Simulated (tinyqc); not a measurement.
Worked calculation: tight binding, honeycomb lattice. One step of it, computed by the program tinyqc.

Question. Bloch Hamiltonian at k. H_AB = -t1 (1 + exp(-i k.a1) + exp(-i k.a2)); H_AA = delta - 2 t2 sum cos(k.b + phi), H_BB = -delta - 2 t2 sum cos(k.b - phi), b = a1, a2 - a1, -a2.

Parameters chosen for this model:

| parameter | value | unit |
|---|---|---|
| t1 | 1.390000 | eV, nearest |
| t2 | 0 | eV, second neighbours |
| phi | -2.840000 | rad, phase of t2 (Haldane) |
| delta | 1.070000 | eV, +/- on A and B |

k point k (fractions of the reciprocal vectors): 0.100000  0.060000

Give: H(k) at k.

Answer.

H(k) at k (eV):
```
               A              B
A          1.070  -3.807+1.329i
B  -3.807-1.329i         -1.070
```
